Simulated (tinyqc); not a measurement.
Speed against selectivity over temperature: anisotropic wet etching of Si(100): plane rates, V-grooves, membranes and undercut. Computed by tinyqc, a small Python program. Command: `OMP_NUM_THREADS=1 python tinyqc.py 3001086 3001087 out.jsonl wetetch walk`. One thread of a shared host (Intel(R) Xeon(R) Processor @ 2.30GHz), about 0.01 s of CPU time with the checks.

A long slot opens the mask on a (100) wafer. The floor etches at R100; (111) walls stand at theta = arctan(sqrt2) = 54.7356 degrees to the surface and recede at R111 along their normal.

Inputs (values chosen for the exercise, close to those used for potassium hydroxide solutions): prefactor k0 of the (100) rate = 5e+08 um/min; activation energy of (100), E = 0.591 eV; ratio (100)/(111) at 80 C = 76; extra energy of (111), dE = 0.14 eV; ratio (100)/oxide at 80 C = 180; extra energy of the oxide, dE_ox = 0.26 eV; misalignment of the mask = 2 degrees; wafer thickness d = 380 um; membrane thickness wanted = 5.6 um.

Constants: k_B = 8.617333262e-05 eV/K.

Method:
- R100 = k0 exp(-E/(k_B T)); a ratio given at 80 C scales as exp[(extra energy/k_B)(1/T - 1/353.15 K)]; R111 and R_ox follow by division.
- Temperatures in kelvin are T(C) + 273.15.
- Each row etches to the depth d - membrane; undercut per side = (R111/sin(theta) + R100 sin(misalignment)) x time.

Etching to a fixed depth:
```
T (C)  R100 (um/min)  R100/R111  time (h)  undercut (um)  oxide consumed (nm)
30            0.0748     162.31    83.447         15.892                508.3
40            0.1540     136.78    40.519         16.419                698.4
50            0.3033     116.49    20.574         17.003                941.0
60            0.5735     100.17    10.881         17.644               1245.4
70            1.0449      86.90     5.972         18.343               1621.6
80            1.8401      76.00     3.391         19.100               2080.0
90            3.1412      66.96     1.986         19.915               2631.7
100           5.2108      59.39     1.198         20.787               3288.0
```

What follows from these numbers?

From 30 to 100 C the time falls by a factor 69.7, while the oxide loss grows by 6.47 and the undercut by 1.31: the slower planes and the mask have the higher activation energies, so heat costs selectivity. Misalignment gives 13.1 um of the undercut at any T.
